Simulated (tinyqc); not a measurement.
From lone donors to an impurity band: impurity band of shallow donors (Hubbard estimate).

Constants: e^2/(4 pi eps0) = 14.39964547 eV angstrom.

Values chosen for the exercise (out of a larger set: near those of two donors in Si; not measured data): a = 16 angstrom (orbital radius); eps = 11.7 (dielectric constant); Ns = (0.053, 0.13, 0.32, 0.8, 1.9, 4, 8) x 1e18/cm^3 (donor densities).

Donors on a simple cubic lattice of spacing R = N^(-1/3) (1/angstrom^3 = 1e24/cm^3), Ha* = q/(eps a), q = e^2/(4 pi eps0), x = R/a. Hopping t = Ha* (1 + x) exp(-x), band width B = 12 t, on-site repulsion U = (5/8) Ha*; the gap closes near B/U = 1.15. Valley factors and disorder are left out.

Results:

| N (1e18/cm^3) | R (angstrom) | N^(1/3) a | t (meV) | B (meV) | B/U |
|---|---|---|---|---|---|
| 0.053 | 266.2 | 0.060 | 8.06e-05 | 0.000967 | 2.01e-05 |
| 0.13 | 197.4 | 0.081 | 0.00450 | 0.0540 | 0.00112 |
| 0.32 | 146.2 | 0.109 | 0.0839 | 1.01 | 0.0209 |
| 0.80 | 107.7 | 0.149 | 0.709 | 8.50 | 0.177 |
| 1.9 | 80.7 | 0.198 | 2.99 | 35.9 | 0.747 |
| 4.0 | 63.0 | 0.254 | 7.41 | 88.9 | 1.85 |
| 8.0 | 50.0 | 0.320 | 13.9 | 167 | 3.48 |

How do the results move, and what explains it?

B/U passes 1.15 between 1.9 and 4 x 1e18/cm^3; the root is x = 4.52, N^(1/3) a = 0.221, N = 2.6 x 1e18/cm^3, below the 4.3 that the empirical rule N^(1/3) a = 0.26 gives; the estimate is rough, since random positions, the overlap of the orbitals and screening are left out. While N grows by 151 times, t grows by 1.73e+05 times.

Program tinyqc; command `OMP_NUM_THREADS=1 python tinyqc.py 1282577 1282578 out.jsonl`; about 0.01 s on one thread of a shared Intel(R) Xeon(R) Processor @ 2.30GHz.
